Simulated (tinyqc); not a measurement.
# p-n heterojunction, non-linear Poisson equation by Newton steps, Boltzmann statistics, step by step

Program tinyqc, `OMP_NUM_THREADS=1 python tinyqc.py 2040102 2040103 out.jsonl`; Intel Xeon 2.30GHz, shared host, one thread, about 0.05 s. Printed values are rounded.

One dimension, material 1 (p-type) at x < 0 and material 2 (n-type) at x > 0. Band edges: Ec = -psi in material 1 and -psi + dEc in material 2, Ev = Ec - Eg. Flat quasi-Fermi levels: 0 for holes, +V for electrons. n = Nc F((EFn - Ec)/Vt), p = Nv F((Ev - EFp)/Vt), with F(eta) = exp(eta) (Boltzmann statistics); full ionisation, no interface charge, classical densities; the doping types are chosen for the exercise.

Parameters, values chosen for the exercise; band and dielectric values close to those of CdS and CdTe: temperature T = 250 K; band gap of material 1 Eg1 = 2.36 eV; relative permittivity of material 1 er1 = 8.87; conduction-band density of states of material 1 Nc1 = 1.68e18 cm^-3; valence-band density of states of material 1 Nv1 = 1.35e19 cm^-3; band gap of material 2 Eg2 = 1.47 eV; relative permittivity of material 2 er2 = 10.2; conduction-band density of states of material 2 Nc2 = 5.97e17 cm^-3; valence-band density of states of material 2 Nv2 = 1.37e19 cm^-3; conduction-band offset Ec2 - Ec1 dEc = 0.09 eV; acceptor density of material 1 N1 = 5.1e17 cm^-3; donor density of material 2 N2 = 9.5e15 cm^-3; bias of side 1 against side 2 V = 0.44 V.

Constants: q = 1.602176634e-19 C, kB = 1.380649e-23 J/K, Vt = kB T/q, eps0 = 8.8541878128e-14 F/cm where lengths are in cm. Results are converted to the units shown.

Range of the model: At the interface a carrier density exceeds a fifth of the band density of states, where Boltzmann statistics overestimate it.

## Offsets and end potentials

dEv = Ev1 - Ev2 = Eg2 - Eg1 - dEc. Neutrality of the majority carriers far from the junction: Nv1 F((-psi_L - Eg1)/Vt) = N1 and Nc2 F((V + psi_R - dEc)/Vt) = N2. Total bending psi_R - psi_L.

dEv = -0.98 eV
psi_L = -2.28942 V
psi_R = -0.439203 V
psi_R - psi_L = 1.85022 V

The alignment is staggered (type II): dEc and dEv have opposite signs.

## Permittivity of the intervals

x, node 0 to 11 (nm): -94.4  -53.1  -29.4  -15.7  -7.88  -3.36  -0.75  0.75  7.41  37  169  753

er1 or er2; the interface lies midway in its interval, which gets the series value 2 er1 er2/(er1 + er2).

eps_r, interval 0 to 10: 8.87  8.87  8.87  8.87  8.87  8.87  9.48862  10.2  10.2  10.2  10.2

## Couplings between neighbouring nodes

a_i = eps0 eps_r/h_i for the interval from node i to i + 1, with h_i = x_(i+1) - x_i in cm.

coupling a_i, interval 0 to 10 (F/cm^2): 1.90161e-7  3.31378e-7  5.73260e-7  1.00430e-6  1.73754e-6  3.00907e-6  5.60094e-6  1.35605e-6  3.05214e-7  6.84187e-8  1.54645e-8

## Starting potential

material, node 0 to 11: 1  1  1  1  1  1  1  2  2  2  2  2

psi_L + (psi_R - psi_L)(1 + tanh(x/s))/2 on the inner nodes with s = 71 nm, psi_L and psi_R on the ends.

psi at the start, node 0 to 11 (V): -2.28942  -1.95073  -1.72690  -1.56561  -1.46657  -1.40806  -1.37409  -1.35454  -1.26811  -0.92158  -0.45491  -0.43920

## Iteration 1: densities, residual and Jacobian diagonal

n_i = Nc F(a_n), a_n = (V - Ec_i)/Vt; p_i = Nv F(a_p), a_p = (Ec_i - Eg)/Vt; rho_i = p_i - n_i + C_i with C = -N1 or +N2; g_i = (n_i + p_i)/Vt. Box widths w_i = (h_(i-1) + h_i)/2 in cm. Residual F_i = a_i (psi_(i+1) - psi_i) - a_(i-1) (psi_i - psi_(i-1)) + q rho_i w_i; Jacobian: a_(i-1) and a_i beside the diagonal, b_i = -a_(i-1) - a_i - q g_i w_i on it. The two end nodes are fixed.

```
node    n (cm^-3)   p (cm^-3)
0     8.76146e-20      5.1e17
1     5.89342e-13  7.58193e10
2      1.91699e-8   2.33092e6
3      3.41997e-5     1306.55
4      0.00339323     13.1684
5       0.0512947    0.871112
6        0.248304    0.179954
7      0.00335209  4.20236e18
8        0.185205  7.60598e16
9       1.79205e6   7.86064e9
10     4.58276e15     3.07384
11         9.5e15     1.48281
```

```
node  residual F (C/cm^2)  diagonal b (F/cm^2)
1             -2.55794e-7          -5.21541e-7
2             -1.34513e-7          -9.04638e-7
3             -8.09124e-8          -1.57757e-6
4             -4.82248e-8          -2.74184e-6
5             -2.85550e-8          -4.74660e-6
6             -9.56164e-9          -8.61000e-6
7              2.83062e-7          -1.97082e-5
8              1.34090e-8          -2.68651e-6
9             -6.15381e-8          -3.73633e-7
10            -3.48223e-9          -1.30402e-6
```

## Iteration 1: Newton step

Solve the tridiagonal system a_(i-1) d_(i-1) + b_i d_i + a_i d_(i+1) = -F_i for nodes 1 to 10, with d = 0 on fixed nodes. Each component d is damped to sign(d) Vt ln(1 + |d|/Vt) before it is added.

Newton step d, before damping, node 1 to 10 (V): -1.09023  -0.94395  -0.62475  -0.36198  -0.18235  -0.06913  -0.00660  -0.01907  -0.18253  -0.01225
psi after iteration 1, node 0 to 11 (V): -2.28942  -2.03569  -1.80882  -1.63888  -1.52860  -1.45648  -1.40505  -1.36030  -1.28177  -0.97002  -0.46460  -0.43920

## Iteration 2: densities, residual and Jacobian diagonal

As before.

```
node    n (cm^-3)   p (cm^-3)
0     8.76146e-20      5.1e17
1     1.14200e-14  3.91275e12
2     4.27742e-10   1.04463e8
3      1.14000e-6     39195.9
4      1.90605e-4     234.430
5      0.00541992     8.24430
6       0.0589967    0.757389
7      0.00256639  5.48891e18
8       0.0982308  1.43404e17
9       1.89184e5  7.44601e10
10     2.92177e15     4.82129
11         9.5e15     1.48281
```

```
node  residual F (C/cm^2)  diagonal b (F/cm^2)
1             -2.38629e-7          -5.21634e-7
2             -1.30563e-7          -9.04638e-7
3             -7.45788e-8          -1.57757e-6
4             -3.58647e-8          -2.74184e-6
5             3.24327e-10          -4.74660e-6
6              7.90946e-8          -8.61000e-6
7              2.15253e-7          -2.36119e-5
8              3.30744e-8          -3.59428e-6
9             -4.82732e-8          -3.73637e-7
10             3.54421e-9          -8.61787e-7
```

## Iteration 2: Newton step

As before.

Newton step d, before damping, node 1 to 10 (V): -1.00454  -0.86116  -0.55053  -0.29896  -0.13291  -0.03714  0.00020  -0.00193  -0.13194  -0.00636
psi after iteration 2, node 0 to 11 (V): -2.28942  -2.11892  -1.88881  -1.70953  -1.58676  -1.49892  -1.42663  -1.36010  -1.28362  -1.01232  -0.47018  -0.43920

## Course of the Newton iteration

Stop when the largest undamped |d| is below 1e-9 V, or after 80 iterations.

Course of the iteration:
```
iteration  largest |F| (C/cm^2)  largest |d| (V)  at node
1                       2.83e-7             1.09        1
2                       2.39e-7             1.00        1
3                       2.22e-7            0.909        1
4                       2.01e-7            0.525        2
5                       1.16e-7            0.216        2
6                       9.83e-8            0.158        2
7                       7.59e-8            0.111        2
8                       5.37e-8           0.0685        2
9                       3.12e-8           0.0307        2
10                      1.05e-8          7.45e-3        2
11                      1.02e-9          6.02e-4        2
12                     9.18e-12          4.97e-6        3
13                     1.12e-15         6.96e-10        3
```

Converged in 13 iterations. Once the step is below 0.1 Vt, 2 more iteration(s) reach the threshold: near the solution the error is roughly squared each time.

## Band edges, densities and displacement

converged psi, node 0 to 11 (V): -2.28942  -2.28783  -2.22976  -1.94637  -1.69706  -1.52395  -1.41430  -1.35240  -1.28056  -1.09943  -0.47172  -0.43920

Ec, Ev, n and p as defined; D = a_k (psi_(k+1) - psi_k) on the interval that holds the interface.

```
node  Ec (eV)    Ev (eV)    n (cm^-3)   p (cm^-3)
0     2.28942  -0.070577  8.76146e-20      5.1e17
1     2.28783  -0.072171  9.43426e-20  4.73629e17
2     2.22976  -0.130236  1.39718e-18  3.19812e16
3     1.94637  -0.413631  7.21529e-13  6.19288e10
4     1.69706  -0.662938   7.65711e-8   5.83555e5
5     1.52395  -0.836055   2.36558e-4     188.890
6     1.41430  -0.945699    0.0383940     1.16381
7     1.44240  -0.027602   0.00370279  3.80435e18
8     1.37056  -0.099437     0.103908  1.35568e17
9     1.18943  -0.280569      465.706  3.02480e13
10    0.56172  -0.908281   2.10007e15     6.70771
11    0.52920  -0.940797       9.5e15     1.48281
```

D = 346.718 nC/cm^2

## Check against the first integral

Exact first integral: on each side D^2/(2 eps0 er) = G, G = q [Vt (nI_j - nI_b) + Vt (pI_j - pI_b) - C (psi_j - psi_b)], with C = -N1 or +N2, b the neutral end of that side, and nI, pI the densities themselves. D is continuous, so er1 G1(psi_j) = er2 G2(psi_j) fixes psi_j. Ends from Nv1 F((-psi_L - Eg1)/Vt) = N1 and Nc2 F((V + psi_R - dEc)/Vt) = N2. D is counted positive when psi rises towards material 2.

psi_j = -1.38559 V
D = 336.510 nC/cm^2
psi_j - psi_L = 0.903837 V
psi_R - psi_j = 0.946383 V
Ec1 - EFn at the interface = 0.945586 eV
Ec2 - EFn at the interface = 1.03559 eV

Material 2 takes 51.1 % of the bending. The 12-node mesh gave D = 346.7 nC/cm^2, 3.0 % above the exact value in size.
